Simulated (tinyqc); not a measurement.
From results to parameters: Hubbard dimer. Computed by the program tinyqc.

Problem. A two-site Hubbard model with two electrons has its ground state at (U - sqrt(U^2 + 16 t^2))/2, the triplet at 0 and the odd ionic singlet at U. Find t, U and the double occupancy per site.

singlet-triplet splitting = 0.206806 eV
gap from the ground state to the ionic odd singlet = 10.026806 eV

Solution. The difference of the two gaps is U and their product is 4 t^2; the double occupancy per site is (1 - U/sqrt(U^2 + 16 t^2))/4.

t, U (eV): 0.720  9.820
double occupancy per site = 0.0101
